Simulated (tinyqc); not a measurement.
Stretching all distances: RHF, UHF, MP2, CISD and CCSD against full CI in the sto-3g basis, for BeH+, spin multiplicity 1. Computed by the program tinyqc with PySCF. All coordinates are multiplied by the scale. c0^2 is the weight of the RHF determinant in the lowest singlet FCI state (UHF is spin-contaminated and may lie near states of higher spin) and n(LUMO) the first natural occupation beyond the occupied space.

Geometry (angstrom):

| atom | x | y | z |
|---|---|---|---|
| Be | 0.0000 | 0.0000 | 0.0000 |
| H | 0.0000 | 0.0000 | 1.1430 |

Full CI energy (hartree) and errors against it (kcal/mol):

| scale | distance 1-2 (angstrom) | E(FCI) | RHF | UHF | MP2 | CISD | CCSD | <S^2> UHF | c0^2 | n(LUMO) |
|---|---|---|---|---|---|---|---|---|---|---|
| 0.9800 | 1.1201 | -14.660697 | 10.3724 | 10.3724 | 3.1780 | 0.0073 | 0.0060 | 0.0000 | 0.9853 | 0.0182 |
| 1.1700 | 1.3373 | -14.685733 | 13.2084 | 13.2084 | 4.4465 | 0.0109 | 0.0089 | 0.0000 | 0.9775 | 0.0316 |
| 1.3600 | 1.5545 | -14.677105 | 17.6296 | 17.6296 | 6.5203 | 0.0166 | 0.0136 | 0.0000 | 0.9626 | 0.0576 |
| 1.5500 | 1.7716 | -14.656018 | 23.7894 | 21.5740 | 9.5072 | 0.0255 | 0.0208 | 0.3444 | 0.9374 | 0.1029 |
| 1.7400 | 1.9888 | -14.632778 | 31.5446 | 18.6659 | 13.2915 | 0.0381 | 0.0304 | 0.6544 | 0.9006 | 0.1714 |
| 1.9300 | 2.2060 | -14.612097 | 40.3974 | 13.8930 | 17.5091 | 0.0537 | 0.0409 | 0.7994 | 0.8525 | 0.2607 |
| 2.1200 | 2.4232 | -14.595716 | 49.7062 | 9.5076 | 21.7234 | 0.0711 | 0.0510 | 0.8800 | 0.7937 | 0.3643 |

What does the comparison show, and why?

UHF parts from RHF first at scale 1.55 of those listed, where <S^2> leaves zero. The weight c0^2 goes from 0.99 to 0.79 and n(LUMO) from 0.02 to 0.36: static correlation grows as the bonds break into open-shell fragments. The spread of the error along the curve, which distorts its shape, is CCSD 0.0, CISD 0.1, UHF 12.1, MP2 18.5, RHF 39.3 kcal/mol.
